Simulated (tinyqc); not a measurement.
What moves the count of states: density of states of one tight-binding band of a chain.

E(k) = -2 t cos(2 pi k) - 2 t2 cos(4 pi k); k in fractions of the reciprocal vectors, mesh k_i = j/N with j = 0 .. N-1. Densities are per cell and per spin, so the band holds one state.

Each interval of the mesh is a segment with E linear in k: n = (E - e1)/(e2 - e1), g = 1/(e2 - e1) between its end values.

Gaussian broadening: g(E) = mean over the mesh of exp(-(E - E_k)^2/(2 sigma^2))/(sigma sqrt(2 pi)), n(E) = mean of erfc((E_k - E)/(sigma sqrt 2))/2.

Parameters, chosen for this exercise: t = 2.49 eV (nearest hopping); t2 = -0.18 eV (second hopping); E = 3.57 eV (energy at which the density is wanted); sigma = 0.747 eV (Gaussian width).

Linear method and Gaussian sum with N = 400.

Results for these values:

| case | n linear | g linear (1/eV) | n Gaussian | g Gaussian (1/eV) |
|---|---|---|---|---|
| base | 0.7537 | 0.0755 | 0.7593 | 0.0825 |

What happens to each result for t2 = -0.055 eV, all else kept?

Answer: n linear rises from 0.7537 to 0.7542; g linear rises from 0.0755 to 0.0857; n Gaussian rises from 0.7593 to 0.7626; g Gaussian rises from 0.0825 to 0.0957.

The same for each parameter in turn:

| case | n linear | g linear (1/eV) | n Gaussian | g Gaussian (1/eV) |
|---|---|---|---|---|
| base | 0.7537 | 0.0755 | 0.7593 | 0.0825 |
| t = 2.739 eV | 0.7295 | 0.0656 | 0.7327 | 0.0692 |
| E = 3.819 eV | 0.7731 | 0.0800 | 0.7806 | 0.0890 |
| sigma = 1.494 eV | 0.7537 | 0.0755 | 0.7704 | 0.0804 |
| t2 = -0.055 eV | 0.7542 | 0.0857 | 0.7626 | 0.0957 |

tinyqc: `OMP_NUM_THREADS=1 python tinyqc.py 1652015 1652016 out.jsonl`; about 0.01 s, one thread, shared Intel(R) Xeon(R) Processor @ 2.30GHz.
